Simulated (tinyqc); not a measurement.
# Space-charge-limited current with shallow traps, step by step

Computed by the program tinyqc: `OMP_NUM_THREADS=1 python tinyqc.py 2370038 2370039 out.jsonl`, one thread of a shared Intel Xeon 2.30GHz, about 0.01 s for the whole run. Printed values are rounded.

One carrier type, drift only, an injecting contact at x = 0 (zero field) and thickness L. The share th = y/(1 + y), y = (Nc/Nt) exp(-Et/kB T), of the injected charge is free: J = q mu n F, eps0 eps_r dF/dx = q (n - n0)/th.

Inputs (values chosen for the exercise):
- T = 350 K (temperature)
- eps_r = 15.1 (relative permittivity)
- mu = 3 cm^2/(V s) (mobility)
- L = 7700 nm (thickness)
- Nc = 8.4e20 cm^-3 (band density of states)
- Nt = 2.1e15 cm^-3 (trap density)
- Et = 0.41 eV (trap depth)
- n0 = 2e12 cm^-3 (free carrier density in equilibrium)
- V = 6.6 V (voltage)

Constants: q = 1.602176634e-19 C, kB = 1.380649e-23 J/K, Vt = kB T/q, eps0 = 8.8541878128e-14 F/cm where lengths are in cm. Results are converted to the units shown.

Range of the model: Diffusion and a field-dependent mobility are left out. With injecting contacts the diffusion current, about 4 pi^2 Vt th eps0 eps_r mu V/L^3, equals the Mott-Gurney current at V = 35 kB T/q (0.9 V at 300 K), so the drift-only result needs V well above that.

## Limits and characteristic voltages

Ohmic J = q n0 mu V/L; Mott-Gurney J = (9/8) th eps0 eps_r mu V^2/L^3; they cross at Vx = 8 q n0 L^2/(9 th eps0 eps_r); traps fill at V_TFL = q Nt L^2/(2 eps0 eps_r).

th = 0.3330007
ohmic J = 0.008239766 A/cm^2
Mott-Gurney J = 0.1433707 A/cm^2
Vx = 0.3793136 V
V_TFL = 74.60286 V

## The exact current

Exact: with u = n0/n(L), w = -u - ln(1 - u) and v = -u - u^2/2 - ln(1 - u), V = (q n0 L^2/(th eps0 eps_r)) v/w^2 and J = q^2 n0^2 mu L/(th eps0 eps_r w). v/w^2 falls steadily with u, so u follows by bisection.

v/w^2 = 15.46653
u = 0.08204151
w = 0.003561597
J = 0.1495812 A/cm^2
exit field over V/L = 1.489347

J is 1.3 % below the plain sum of the two limits; the exit field lies between the ohmic 1 and the Mott-Gurney 1.5.
